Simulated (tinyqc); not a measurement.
# Capacitance measurement on a leaky thin oxide: effects of series resistance and leakage: effects of single changes

The device is a capacitance C in parallel with a leakage conductance G, in series with Rs and Ls. An impedance meter reports either a parallel pair (Cp, Gp) from Y = 1/Z = Gp + i w Cp or a series pair (Cs, Rm) from Z = Rm + 1/(i w Cs); w = 2 pi f, dissipation D = Gp/(w |Cp|).

Values chosen for this exercise; values of the order met in thin-oxide MOS capacitors: relative permittivity of the gate insulator (close to silicon nitride) eox = 7.39; insulator thickness tox = 3.2 nm; gate area A = 400 um^2; oxide-equivalent thickness added by the accumulation layer zc = 0.58 nm; oxide-equivalent thickness added by gate depletion zp = 0.21 nm; gate leakage current density, not matched to the thickness Jg = 0.14 A/cm^2; voltage for an e-fold rise of the leakage Vs = 0.18 V; series resistance Rs = 210 ohm; series inductance Ls = 0 nH; measuring frequency f = 2e5 Hz.

Constants: eps0 = 8.8541878128e-14 F/cm where lengths are in cm. Results are converted to the units shown.

Each table varies one quantity; the others keep the values above.

## Readings against frequency

EOT = 3.9 tox/eox; CET = EOT + zc + zp; C = 3.9 eps0 A/CET; G = Jg A/Vs. Z = Rs + i w Ls + 1/(G + i w C); CET read from Cp = 3.9 eps0 A/Cp; errors under 0.001 % are printed as 0.

The same in every row: C (pF) = 5.572.

Readings against frequency:

| f (Hz) | Cp (pF) | Cs (pF) | D | error of Cp (%) | error of Cs (%) | CET read from Cp (nm) |
|---|---|---|---|---|---|---|
| 1000 | 5.565 | 4.400e4 | 88.92 | -0.131 | 7.90e5 | 2.482 |
| 3000 | 5.565 | 4894 | 29.64 | -0.131 | 8.77e4 | 2.482 |
| 10000 | 5.565 | 445.6 | 8.892 | -0.131 | 7900 | 2.482 |
| 30000 | 5.565 | 54.46 | 2.964 | -0.131 | 877 | 2.482 |
| 1e5 | 5.565 | 9.972 | 0.8899 | -0.131 | 79.0 | 2.482 |
| 3e5 | 5.565 | 6.061 | 0.2986 | -0.131 | 8.77 | 2.482 |
| 1e6 | 5.565 | 5.616 | 0.09627 | -0.136 | 0.790 | 2.482 |
| 3e6 | 5.562 | 5.577 | 0.05170 | -0.179 | 0.0877 | 2.483 |
| 1e7 | 5.535 | 5.573 | 0.08242 | -0.667 | 7.90e-3 | 2.495 |
| 3e7 | 5.307 | 5.572 | 0.2235 | -4.76 | 0 | 2.603 |

What does the comparison show?

D goes from 88.9 through a minimum of 0.0517 (at f = 3e6 Hz among the rows listed) to 0.224; without inductance its minimum lies at f = sqrt(G (1 + G Rs)/Rs)/(2 pi C) = 3.48e6 Hz. The error of Cp goes from -0.131 to -4.76 % and that of Cs from 7.90e5 to 0 %; at low frequency Cp tends to C/(1 + G Rs)^2 and Cs grows as 1 + (G/(w C))^2. One of the two readings is within 2 % of C for f = 1000, 3000, 10000, 30000, 1e5, 3e5, 1e6, 3e6, 1e7, 3e7 Hz. For f = 1000, 3000, 10000, 30000 D exceeds 1, where the accuracy of real meters degrades in proportion to sqrt(1 + D^2).

## Effect of the gate leakage current density, not matched to the thickness

Same model as above.

The same in every row: C (pF) = 5.5723.

Results:

| Jg (A/cm^2) | Cp (pF) | Cs (pF) | D | error of Cp (%) | error of Cs (%) | CET read from Cp (nm) |
|---|---|---|---|---|---|---|
| 1e-5 | 5.5723 | 5.5723 | 0.0015022 | 0 | 0 | 2.4788 |
| 0.0001 | 5.5723 | 5.5723 | 0.0017879 | 0 | 0 | 2.4788 |
| 0.001 | 5.5723 | 5.5724 | 0.0046440 | -1.15e-3 | 1.01e-3 | 2.4788 |
| 0.02 | 5.5713 | 5.5948 | 0.064947 | -0.0189 | 0.403 | 2.4792 |
| 2 | 5.4697 | 230.05 | 6.4077 | -1.84 | 4030 | 2.5253 |
| 30 | 4.2877 | 50514 | 108.54 | -23.1 | 9.06e5 | 3.2214 |
| 300 | 0.96742 | 5.0508e6 | 2284.9 | -82.6 | 9.06e7 | 14.278 |

Estimate the missing row, Jg = 0.2 A/cm^2.

Computed row:

| Jg (A/cm^2) | Cp (pF) | Cs (pF) | D | error of Cp (%) | error of Cs (%) | CET read from Cp (nm) |
|---|---|---|---|---|---|---|
| 0.2 | 5.5619 | 7.8171 | 0.63677 | -0.187 | 40.3 | 2.4834 |

With this row back in the table: As Jg goes from 1e-5 to 300, the error of Cp goes from 0 to -82.6 %, that of Cs from 0 to 9.06e7 %, and D rises from 0.00150 to 2280. The CET read from Cp goes from 2.48 to 14.3 nm against the true 2.48 nm. For Jg = 2, 30, 300 D exceeds 1, where the accuracy of real meters degrades in proportion to sqrt(1 + D^2).

Numbers from tinyqc (`OMP_NUM_THREADS=1 python tinyqc.py 2022203 2022204 out.jsonl`; about 0.01 s on one thread of a shared Intel Xeon 2.30GHz).
